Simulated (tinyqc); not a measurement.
# Resistance of a source-drain extension with a graded tip, step by step

Numbers from tinyqc (`OMP_NUM_THREADS=1 python tinyqc.py 2282024 2282025 out.jsonl`; about 0.03 s on one thread of a shared Intel Xeon 2.30GHz). Printed values are rounded.

y runs along the channel, the gate covers y > 0. The doping is N0 for y < y0 and N0 10^(-(y - y0)/la) beyond, uniform over the depth xj. Sheet conductance s(y) = q mu(N) max(N - Nch, 0) xj + (for y > 0) ma Cox Vo, with mu(N) = u0 + (u1 - u0)/(1 + (N/Nr)^au) and Cox = eps0 eox/tox. Current is taken as one-dimensional; depletion of the tip, spreading and the contact are left out. The metallurgical junction lies at yj, where N = Nch.

Parameters, values chosen for the exercise; mobility law close to that of electrons in silicon:
- eox = 3.9 (relative permittivity of the gate insulator (close to silicon dioxide))
- tox = 1.3 nm (insulator thickness)
- N0 = 1.1e20 cm^-3 (active doping of the extension far from the gate)
- la = 5.9 nm/decade (lateral abruptness)
- y0 = 3.8 nm (position under the gate where the fall begins (gate edge at 0))
- xj = 12 nm (depth of the extension)
- Nch = 3.5e18 cm^-3 (channel doping)
- Vo = 0.5 V (gate overdrive)
- ma = 180 cm^2/(V s) (mobility of the gate-induced layer)
- u1 = 1414 cm^2/(V s) (mobility at low doping)
- u0 = 68.5 cm^2/(V s) (mobility at high doping)
- Nr = 9.2e16 cm^-3 (reference doping)
- au = 0.711 (exponent)
- Lg = 90 nm (gate length)

Constants: q = 1.602176634e-19 C, eps0 = 8.8541878128e-14 F/cm where lengths are in cm. Results are converted to the units shown.

## Sheet resistances and junction position

yj = y0 + la log10(N0/Nch); sheet resistance of the full extension 1/[q mu(N0)(N0 - Nch) xj] and of the gate-induced layer 1/(ma Cox Vo); metallurgical length Lg - 2 yj; ye is where the doped and the gate-induced conductances are equal.

yj = 12.63422 nm
sheet resistance of the extension = 632.8833 ohm/square
sheet resistance of the induced layer = 4182.997 ohm/square
metallurgical length = 64.73157 nm
ye = 8.800807 nm
N at ye = 1.562422e19 cm^-3

The gate takes over 3.83 nm before the junction, where N is still 4.46 times the channel doping.

## Resistance of the overlapped part

Midpoint rule on 9 equal steps from 0 to yj: R_ov = sum h/s(y), per width.

y, point 0 to 8 (nm): [0.7019009, 2.105703, 3.509504, 4.913306, 6.317108, 7.720909, 9.124711, 10.52851, 11.93231]
N, point 0 to 8 (cm^-3): [1.1e20, 1.1e20, 1.1e20, 7.123555e19, 4.118739e19, 2.381397e19, 1.376890e19, 7.960985e18, 4.602929e18]
doped conductance, point 0 to 8 (uS): [1580.070, 1580.070, 1580.070, 1045.447, 621.7979, 366.7569, 208.6288, 105.2052, 31.16214]
sheet resistance, point 0 to 8 (ohm/square): [549.7124, 549.7124, 549.7124, 778.5072, 1161.628, 1650.656, 2233.679, 2904.712, 3700.617]
R_ov = 19.764 ohm um

The exact integral is 19.824 ohm um; the coarse sum is 0.30 % below it.
